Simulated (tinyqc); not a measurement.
Band offset from the macroscopic average of a supercell potential: one step. The potential line-up.

Inputs chosen for the exercise (out of a larger set: gaps near those of Si and GaP; not measured data): h = 0.3 angstrom (grid step).

macroscopic average (eV): -8.92801  -8.41190  -7.93605  -7.62429  -7.41793  -7.21418  -7.01424  -6.96420  -6.96768  -6.97105  -6.97085  -6.97031  -6.97011  -6.96998  -6.96990  -6.97057  -6.97376  -6.98070  -6.98763  -6.99575  -7.03077  -7.06687  -7.09790  -7.23148  -7.57430  -8.08000  -8.58570  -8.92852  -9.06210  -9.09313  -9.12923  -9.16425  -9.17237  -9.17930  -9.18624  -9.18943  -9.19010  -9.19005  -9.18999  -9.18998  -9.18999  -9.19000  -9.19000  -9.19000  -9.19000  -9.18999  -9.18998  -9.18999  -9.19005  -9.19010  -9.18943  -9.18624  -9.17930  -9.17237  -9.16425  -9.25195  -9.39105  -9.53522  -9.56955  -9.39178

Question. Read the macroscopic average in the middle of each region, j = 12 and j = 42, and its slope in A by a central difference over two points each way.

Give: plateau in A; plateau in B; dV = B - A; slope in A.

Answer.

plateau in A = -6.970 eV
plateau in B = -9.190 eV
dV = B - A = -2.220 eV
slope in A = 0.001 eV/angstrom

The plateaus are flat, so the line-up is well defined.

Computed by tinyqc, a small Python program: `OMP_NUM_THREADS=1 python tinyqc.py 1850384 1850385 out.jsonl` (the numbers bound the seed that draws the inputs); one thread of a shared host (Intel(R) Xeon(R) Processor @ 2.30GHz), about 0.01 s for the whole set of steps.
